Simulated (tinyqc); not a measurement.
## Short-channel transistor, virtual-source model with series resistance: effect of the velocity at the virtual source on the on and off currents

The current per gate width is the charge at the top of the source barrier (the virtual source) times its velocity times a saturation function; al and be are fitting constants of the model. Units: I in uA/um, Rs in ohm um, so I Rs = 1e-6 I Rs in volts; Q in uC/cm^2, so I = 1e-4 Q vx0 Fsat with vx0 in cm/s.

Intrinsic voltages Vg' = Vgs - I Rs, Vd' = Vds - 2 I Rs. n = n0 + nd Vd', VT = VT0 - dl Vd', Ff = 1/(1 + exp((Vg' - VT + al Vt/2)/(al Vt))), Q = Cinv n Vt ln(1 + exp((Vg' - VT + al Vt Ff)/(n Vt))), Vdsat = (vx0 L/mu)(1 - Ff) + Vt Ff, Fsat = u/(1 + u^be)^(1/be) with u = Vd'/Vdsat, and I = Q vx0 Fsat per width. I is solved self-consistently. Ion is I at Vgs = Vds = 0.5 V, Ioff at Vgs = 0, Vds = 0.5 V, and Rlin = Vds/I at Vgs = 0.5 V, Vds = 0.05 V.

Parameters, values chosen for the exercise:
- T = 325 K (temperature)
- Cinv = 1.8 uF/cm^2 (inversion capacitance)
- mu = 930 cm^2/(V s) (apparent mobility)
- L = 45 nm (channel length)
- VT0 = 0.301 V (threshold at zero drain voltage)
- dl = 0.069 V/V (drain-induced barrier lowering)
- n0 = 1.33 (subthreshold factor)
- nd = 0 1/V (growth of n with drain voltage)
- al = 3.5 (threshold shift (in units of Vt) from weak to strong inversion)
- be = 1.4 (sharpness of saturation)
- Rs = 150 ohm um (series resistance of each contact)

Constants: q = 1.602176634e-19 C, kB = 1.380649e-23 J/K, Vt = kB T/q. Results are converted to the units shown.

Effect of the velocity at the virtual source on the on and off currents:
```
vx0 (cm/s)  Ion (uA/um)  Ioff (nA/um)  log10(Ion/Ioff)  Rlin (ohm um)
5e6               185.8         276.2            2.828          512.7
7.1e6             249.1         391.8            2.803          477.1
1e7               325.4         551.0            2.771          457.8
1.4e7             412.9         769.7            2.730          446.8
2e7               515.1          1096            2.672          439.8
2.8e7             613.0          1528            2.603          435.8
4e7               709.0          2168            2.515          433.1
```

Read the table: what changes, and by how much?

As vx0 goes from 5e6 to 4e7 cm/s, Ion rises from 186 to 709 uA/um, Ioff rises from 276 to 2170 nA/um and Rlin falls from 513 to 433 ohm um. Ion changes by a factor of 3.82 and Ioff by 7.85. For vx0 = 2e7 to 4e7 cm/s the off current passes 1 uA/um, so the device is hardly off at Vgs = 0.

Program tinyqc, `OMP_NUM_THREADS=1 python tinyqc.py 2380037 2380038 out.jsonl`; Intel Xeon 2.30GHz, shared host, one thread, about 0.01 s.
